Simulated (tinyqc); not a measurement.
Dopants and charged point defects at anneal temperature: Fermi-level effect, clustering and pairing. Changing the cluster binding energy E_b. Computed by tinyqc, a small Python program. Command: `OMP_NUM_THREADS=1 python tinyqc.py 3013869 3013870 out.jsonl pairing sweep`. One thread of a shared host (Intel(R) Xeon(R) Processor @ 2.30GHz), about 0.03 s of CPU time with the checks.

Boltzmann statistics and full ionisation of active dopants. Energies are counted from the valence band; the defect (a vacancy or self-interstitial) has five charge states, with all degeneracy factors one.

Inputs (values chosen for the exercise, with bands modelled on silicon):
```
quantity                                         value    unit
gap at 0 K E_g0                                   1.17      eV
Varshni alpha                                 0.000455    eV/K
Varshni beta                                       648       K
electron mass m_e                                 0.34     m_0
valleys M_c                                          6       -
hole mass m_h                                    0.806     m_0
anneal temperature T                               850       K
total dopant density N                           2e+20   cm^-3
formation enthalpy of the neutral defect H_f         3      eV
formation entropy S_f                              5.2     k_B
site density N_s                               2.9e+22   cm^-3
intrinsic dopant diffusivity D_i               1.9e-17  cm^2/s
anneal time t                                      200       s
dopant atoms per cluster k                           3       -
```

Dopant: donor. Second part: clustering of the dopant.

defect levels as fractions of E_g(T): (2+/+), (+/0), (0/-), (-/2-): 0.075  0.19  0.64  0.64

Constants: m_0 = 9.1093837015e-31 kg; k_B = 1.380649e-23 J/K; h = 6.62607015e-34 J s; k_B = 8.617333262e-05 eV/K.

Method:
- E_g = E_g0 - alpha T^2/(T + beta).
- N_c = 2 M_c (2 pi m_e k_B T/h^2)^(3/2) and N_v = 2 (2 pi m_h k_B T/h^2)^(3/2), masses in units of m_0.
- n_i = sqrt(N_c N_v) exp(-E_g/2 k_B T); E_i = E_g/2 + (k_B T/2) ln(N_v/N_c).
- n = A/2 + sqrt(A^2/4 + n_i^2) for an active density A.
- k ionised dopants and k carriers form one neutral cluster: C = N_s (A/N_s)^k (n/N_b)^k exp(E_b/k_B T), N_b the effective density of states of the majority band, and N = A + k C (60 bisections in ln A between ln N - 90 and ln N).
- chi = n/n_i (for acceptors n_i/p); E_F = E_i + k_B T ln chi; field enhancement h = 1 + A/sqrt(A^2 + 4 n_i^2).
- C_0 = N_s exp(S_f/k_B) exp(-H_f/k_B T). Ratios to the neutral state at E_F = E_i: r_+ = exp((E(+/0) - E_i)/k_B T), r_2+ = r_+ exp((E(2+/+) - E_i)/k_B T), r_- = exp((E_i - E(0/-))/k_B T), r_2- = r_- exp((E_i - E(-/2-))/k_B T); at other E_F state q scales as chi^(-q). The enhancement is sum r_q chi^(-q)/sum r_q. The charge on the defects is left out of neutrality.
- If every charge state of the defect carries the dopant equally well, D = D_i x enhancement x h x (active share A/N, a rough stand-in that overstates the dA/dN which immobile clusters call for), D_i being an input held fixed when T or H_f is moved; diffusion length 2 sqrt(D t).

One run for each value:
```
cluster binding energy E_b (eV)  active density A (cm^-3)  active share      D/D_i
0.745                                           1.170e+20        0.5851  7.838e+03
0.979                                           7.369e+19        0.3685  1.971e+03
1.210                                           4.508e+19        0.2254  4.563e+02
1.680                                           1.592e+19        0.0796  2.128e+01
1.920                                           9.275e+18        0.0464  4.493e+00
2.150                                           5.512e+18        0.0276  1.053e+00
2.380                                           3.269e+18        0.0163  2.663e-01
```

Give the missing row, cluster binding energy E_b (eV) = 1.450.

Computed row:
```
cluster binding energy E_b (eV)  active density A (cm^-3)  active share      D/D_i
1.450                                           2.660e+19        0.1330  9.583e+01
```

Interpolating between the two neighbouring rows (linearly) misses most in D/D_i, by 140 %. Over the rows, active density A (cm^-3) falls from 1.17e20 to 3.27e18 (exponent d ln y / d ln x -1.7 between the first rows and -5.1 between the last); active share falls from 0.585 to 0.0163 (exponent d ln y / d ln x -1.7 between the first rows and -5.1 between the last); D/D_i falls from 7840 to 0.266 (exponent d ln y / d ln x -5.1 between the first rows and -14 between the last).

Caution (rows 0.745, 0.979, 1.21): so large an enhancement assumes that highly charged defects carry the dopant as well as neutral ones; measured enhancements are far smaller.
